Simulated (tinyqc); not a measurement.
## Trench capacitor in an array: capacitance, non-linearity, leakage and relaxation: capacitance, non-linearity and leakage against thickness

A film between two metal electrodes, each interface adding a series capacitance ci. The small-signal permittivity is ek (1 + aq E^2); the field is found with the linear permittivity. Leakage J = J0 sinh(E/Ef). After a voltage step the film passes a relaxation current kr C V tt^(-nr), tt being the time in seconds. The sidewall is a coaxial capacitor with radii a = dm/2 - t and b = dm/2, depth AR dm; the end face is left out.

Planar film: Cf = eps0 ek/t, 1/C = 1/Cf + 2/ci, EOT = 3.9 eps0/C, effective permittivity C t/eps0, E = (V/t) C/Cf; quadratic coefficient [C(V)/C - 1]/V^2 with Cf (1 + aq E^2) in C(V).

Parameters, values chosen for the exercise; permittivity of the order of that of titanium dioxide:
```
symbol,value,unit,meaning
ek,77.5,,relative permittivity of the film
ci,120,uF/cm^2,capacitance of each electrode interface (dead layer and screening)
aq,0.036,cm^2/MV^2,quadratic field coefficient of the permittivity
V,1.1,V,bias
J0,2.6e-11,A/cm^2,leakage prefactor
Ef,0.44,MV/cm,field for an e-fold rise of the leakage
```

Constants: eps0 = 8.8541878128e-14 F/cm where lengths are in cm. Results are converted to the units shown.

Result of one run:

| t (nm) | C (uF/cm^2) | EOT (nm) | effective permittivity | E (MV/cm) | quadratic coefficient (ppm/V^2) | J (A/cm^2) |
|---|---|---|---|---|---|---|
| 22 | 2.965 | 1.165 | 73.67 | 0.4753 | 6386 | 3.388e-11 |

What becomes of these results when the film thickness t is changed from 22 to 31 nm, all else the same?

Result of the changed run:

| t (nm) | C (uF/cm^2) | EOT (nm) | effective permittivity | E (MV/cm) | quadratic coefficient (ppm/V^2) | J (A/cm^2) |
|---|---|---|---|---|---|---|
| 31 | 2.135 | 1.618 | 74.74 | 0.3422 | 3360 | 2.232e-11 |

The whole series:

| t (nm) | C (uF/cm^2) | EOT (nm) | effective permittivity | E (MV/cm) | quadratic coefficient (ppm/V^2) | J (A/cm^2) |
|---|---|---|---|---|---|---|
| 4 | 13.34 | 0.2588 | 60.27 | 2.139 | 1.021e5 | 1.678e-9 |
| 5.7 | 10.03 | 0.3444 | 64.55 | 1.607 | 6.304e4 | 5.013e-10 |
| 7.9 | 7.588 | 0.4551 | 67.70 | 1.216 | 3.819e4 | 2.055e-10 |
| 11 | 5.651 | 0.6111 | 70.20 | 0.9058 | 2.205e4 | 1.002e-10 |
| 16 | 4.003 | 0.8627 | 72.33 | 0.6416 | 1.142e4 | 5.286e-11 |
| 22 | 2.965 | 1.165 | 73.67 | 0.4753 | 6386 | 3.388e-11 |
| 31 | 2.135 | 1.618 | 74.74 | 0.3422 | 3360 | 2.232e-11 |
| 43 | 1.554 | 2.221 | 75.49 | 0.2492 | 1799 | 1.552e-11 |
| 60 | 1.122 | 3.077 | 76.05 | 0.1799 | 944.9 | 1.093e-11 |

C falls from 13.3 to 1.12 uF/cm^2 while the effective permittivity goes from 60.3 to 76.1 (ek = 77.5). EOT is a straight line in t with slope 3.9/ek = 0.0503 and intercept 0.0576 nm. The quadratic coefficient goes as t^(-1.36) between the first two rows and t^(-1.93) between the last two (-2 without interfaces), and J falls by 2.19 decades.

Program tinyqc, `OMP_NUM_THREADS=1 python tinyqc.py 2102161 2102162 out.jsonl`; Intel Xeon 2.30GHz, shared host, one thread, about 0.01 s.
